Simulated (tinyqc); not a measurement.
Circular transfer-length structure: two steps of the calculation.

A disc contact of radius r0 and a very wide ring contact from r1 = r0 + sp outwards lie on a thin layer; the metal has no resistance and the sheet resistance under the contacts equals Rsh.

Parameters, values chosen for the exercise:
```
symbol,value,unit,meaning
Rsh,38,ohm/sq,sheet resistance of the semiconductor layer
rc,3.7e-5,ohm cm^2,specific contact resistivity
r0,220,um,radius of the inner contact
sp,100,um,gap between the contacts
```

Task 1. The three parts of the resistance. Transfer length Lt = sqrt(rc/Rsh). R = (Rsh/2 pi) [(Lt/r0) I0(r0/Lt)/I1(r0/Lt) + ln(r1/r0) + (Lt/r1) K0(r1/Lt)/K1(r1/Lt)] with modified Bessel functions; for r0 >> Lt both ratios tend to 1.

Give: Lt; I0/I1; K0/K1; inner contact; gap; outer contact; R.

Result 1.

Lt = 9.868 um
I0/I1 = 1.023
K0/K1 = 0.9849
inner contact = 0.2776 ohm
gap = 2.266 ohm
outer contact = 0.1837 ohm
R = 2.727 ohm

The contacts make up 16.9 % of R.

Task 2. The large-radius form. Large radius: R = (Rsh/2 pi) [Lt (1/r0 + 1/r1) + ln(r1/r0)], and linearised for sp << r0: Rsh (sp + 2 Lt)/(2 pi r0).

Wanted: large-radius R; linearised R.

Result 2.

large-radius R = 2.724 ohm
linearised R = 3.292 ohm

Numbers from tinyqc (`OMP_NUM_THREADS=1 python tinyqc.py 2760063 2760064 out.jsonl`; about 0.01 s on one thread of a shared Intel Xeon 2.30GHz).
